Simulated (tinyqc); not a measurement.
## Ideality, resistance and saturation current from three points

Problem. Well above I0 a diode obeys V = n Vt ln(I/I0) + Rs I. Find n, Rs and I0.

Values chosen for this exercise:
```
symbol,value,unit,meaning
T,300,K,temperature
```

Constants: q = 1.602176634e-19 C, kB = 1.380649e-23 J/K, Vt = kB T/q. Results are converted to the units shown.

I (A): [2.8e-5, 0.00036, 0.0045]
V (V): [0.19769296, 0.27931661, 0.53156470]

Solution. The equation is linear in a = n Vt, Rs and c = -a ln I0; three points give a 3 x 3 system.

n = 1.010
Rs = 45.00 ohm
I0 = 1.513e-8 A

Computed by the program tinyqc: `OMP_NUM_THREADS=1 python tinyqc.py 2640035 2640036 out.jsonl`, one thread of a shared Intel Xeon 2.30GHz, about 0.01 s for the whole run.
